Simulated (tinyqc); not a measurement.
# MOSFET in saturation, small-signal circuit and noise, step by step

tinyqc, about 0.01 s, one thread, Intel Xeon 2.30GHz (shared host): `OMP_NUM_THREADS=1 python tinyqc.py 2150024 2150025 out.jsonl` Printed values are rounded.

Bias by the inversion coefficient IC = I/Ispec (charge-based model with velocity saturation; weak inversion below 0.1, strong above 10). Common-source circuit: gm, gds, Cgs, Cgd and Cj at the inner nodes, Rg in series with the gate; quasi-static, no source or drain resistance, no gate-body capacitance, no substrate network, no induced gate noise, so fmax is an upper estimate.

Inputs (values chosen for the exercise): temperature T = 250 K; gate length L = 90 nm; total gate width W = 80 um; gate capacitance Cox = 1.56 uF/cm^2; mobility mu = 250 cm^2/(V s); slope factor n = 1.43; velocity-saturation length Ls = 25 nm; ratio gds/gm sg = 0.038; overlap and fringe capacitance per side Cov = 0.43 fF/um; drain junction capacitance Cj = 0.65 fF/um; sheet resistance of the gate Rsh = 20 ohm; finger width Wf = 0.5 um; gate contact and vertical resistance Rc = 50 ohm um; inversion coefficient IC = 0.47; short-channel excess of the noise factor gw = 0.06; oxide trap density Nt = 1.8e18 cm^-3 eV^-1; tunnelling length into the oxide lt = 0.1 nm; Coulomb scattering coefficient ac = 3000 V s/C; signal frequency f = 2 GHz.

Constants: q = 1.602176634e-19 C, kB = 1.380649e-23 J/K, Vt = kB T/q. Results are converted to the units shown.

Range of the model: fmax exceeds 4 fT, where channel resistance and substrate losses, left out here, would cap it.

## Current, transconductance and gain

Ispec = 2 n mu Cox (W/L) Vt^2, lc = Ls/L, gms = [sqrt((lc IC + 1)^2 + 4 IC) - 1]/[2 + lc (lc IC + 1)], gm = gms Ispec/(n Vt), gds = sg gm.

Ispec = 460.155 uA
I = 216.273 uA
gms = 0.335828
gm = 5.01616 mS
gds = 0.190614 mS
gm/I = 23.1937 1/V

gm/I is 71.5 % of its weak-inversion limit 1/(n Vt); without velocity saturation (lc = 0) gms would be 0.349.

## Capacitances, gate resistance and cut-off frequencies

qs = [sqrt(1 + 4 IC) - 1]/2, Cgs = Cox W L qs (2 qs + 3)/(3 (qs + 1)^2) + Cov W, Cgd = Cov W, Cd = Cj W, Rg = Rsh (Wf/L)/(12 Nf) + Rc/W with Nf = W/Wf fingers (not rounded) contacted at both ends. fT = gm/(2 pi (Cgs + Cgd)), fmax = fT/(2 sqrt(Rg (gds + 2 pi fT Cgd))).

Cgs = 60.9283 fF
Cgd = 34.4 fF
Cd = 52 fF
Rg = 0.682870 ohm
fT = 8.37471 GHz
fmax = 113.286 GHz

Overlap and fringe make up 72.2 % of the gate capacitance; fmax is 13.5 times fT.

## Admittance matrix

Inner admittances at w = 2 pi f: y11 = i w (Cgs + Cgd), y12 = -i w Cgd, y21 = gm - i w Cgd, y22 = gds + i w (Cgd + Cd). Invert to Z, add Rg to Z11 and invert back to Y.

inner y (mS):
```
                  1                 2
1  0.00000+1.19793i  0.00000-0.43228i
2  5.01616-0.43228i  0.19061+1.08573i
```

Y with Rg (mS):
```
                  1                  2
1  0.00098+1.19793i  -0.00035-0.43228i
2  5.01581-0.43639i   0.19074+1.08722i
```

## Current gain and unilateral power gain

|h21| = |Y21/Y11|; U = |Y21 - Y12|^2/(4 [Re Y11 Re Y22 - Re Y12 Re Y21]). Extrapolated at 20 dB a decade: f |h21| and f sqrt(U).

|h21| = 4.20288
U = 3208.42
f |h21| = 8.40575 GHz
f sqrt(U) = 113.286 GHz

f |h21| is 0.37 % above the formula for fT, and f sqrt(U) within 0.01 % of that for fmax.

## Noise at the gate

Channel noise Sid = 4 kB T gam n gm with gam = (1/2 + (2/3) qs)/(1 + qs) + gw lc IC, qs = [sqrt(1 + 4 IC) - 1]/2, lc = Ls/L (the last term an empirical rise with velocity saturation); at the gate, white noise Sw = Sid/gm^2 + 4 kB T Rg. Number fluctuation with correlated mobility: S(f) = K/f, K = q^2 Vt lt Nt/(W L Cox^2) (1 + ac mu Cox I/gm)^2, Vt in eV with Nt per eV. Corner fc = K/Sw. Full shot noise would be 2 q I.

gam = 0.550908
Sid = 5.45595e-23 A^2/Hz
Sid/(2 q I) = 0.787278
sqrt(Sw) = 1.47573 nV/Hz^0.5
K = 6.26861e-11 V^2
fc = 28.7846 MHz

The gate resistance gives 0.43 % of the white noise power.
